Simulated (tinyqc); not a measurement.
Inside a calculation. Model: implanted layer, carriers, mobility and sheet resistance.

tinyqc, about 0.01 s, one thread, Intel Xeon 2.30GHz (shared host): `OMP_NUM_THREADS=1 python tinyqc.py 2110170 2110171 out.jsonl` Printed values are rounded.

An n-type layer from the surface x = 0 to the junction xj, N(x) = N0 exp(-(x - Rp)^2/(2 sg^2)). Local neutrality (no depletion at surface or junction, no spilling of carriers), intrinsic carriers neglected, full ionisation of active dopants.

Values chosen for this exercise; values close to those of phosphorus in silicon over a p-type background:
```
symbol    value        unit                                 meaning
T           300           K                             temperature
Nb       8.1e14       cm^-3  background doping of the opposite type
N0       6.8e18       cm^-3             peak chemical concentration
m1         69.6  cm^2/(V s)           mobility limit at high doping
m2         1440  cm^2/(V s)  mobility limit at low doping, at 300 K
Nr      9.05e16       cm^-3    reference doping of the mobility law
am        0.719                        exponent of the mobility law
bt            2                          temperature exponent of m2
Ns      3.96e20       cm^-3       solubility limit of active dopant
sg           78          nm                straggle after annealing
Rp          120          nm                         projected range
```

Constants: q = 1.602176634e-19 C. Results are converted to the units shown.

## Junction depth and local values

xj = Rp + sg sqrt(2 ln(N0/Nb)); 13 equal steps from 0 to xj. Active dopant A = min(N, Ns); n = A - Nb; mobility mu = m1 + (m2 (T/300 K)^(-bt) - m1)/(1 + ((A + Nb)/Nr)^am).

xj = 451.5761 nm

```
point    x (nm)    N (cm^-3)    A (cm^-3)  n (1e18 cm^-3)  mu (cm^2/(V s))
0        0.0000  2.082337e18  2.082337e18        2.081527         199.6784
1       34.7366  3.741426e18  3.741426e18        3.740616         157.8449
2       69.4733  5.513027e18  5.513027e18        5.512217         137.4455
3      104.2099  6.662083e18  6.662083e18        6.661273         129.1878
4      138.9465  6.602322e18  6.602322e18        6.601512         129.5581
5      173.6831  5.365995e18  5.365995e18        5.365185         138.7097
6      208.4198  3.576602e18  3.576602e18        3.575792         160.5568
7      243.1564  1.955050e18  1.955050e18        1.954240         205.1143
8      277.8930  8.764194e17  8.764194e17        0.875609         293.5224
9      312.6296  3.222055e17  3.222055e17        0.321395         461.5543
10     347.3663  9.714505e16  9.714505e16        0.096335         735.3061
11     382.1029  2.402013e16  2.402013e16        0.023210         1052.246
12     416.8395  4.870760e15  4.870760e15        0.004061         1275.255
13     451.5761       8.1e14       8.1e14        0.000000         1368.018
```

The mobility runs from 129 to 1370 cm^2/(V s).

## Sheet quantities by the trapezoid rule

Dose = integral of N, carrier sheet density = integral of n, 1/Rs = q integral of n mu, mean mobility 1/(q Rs sheet density), Hall mobility (unit Hall factor) = integral of n mu^2 over integral of n mu, Hall sheet density = (integral of n mu)^2/integral of n mu^2; all from 0 to xj.

dose = 1.2430e14 cm^-2
carrier sheet density = 1.2426e14 cm^-2
Rs = 326.89 ohm/square
mean mobility = 153.66 cm^2/(V s)
Hall mobility = 175.88 cm^2/(V s)
Hall sheet density = 1.0856e14 cm^-2

Carriers make up 100 % of the dose. A Hall measurement weights the mobile tail, so its sheet density is 13 % below the true one. With 4000 steps Rs = 326.1 ohm/square; the coarse value is 0.25 % above it.
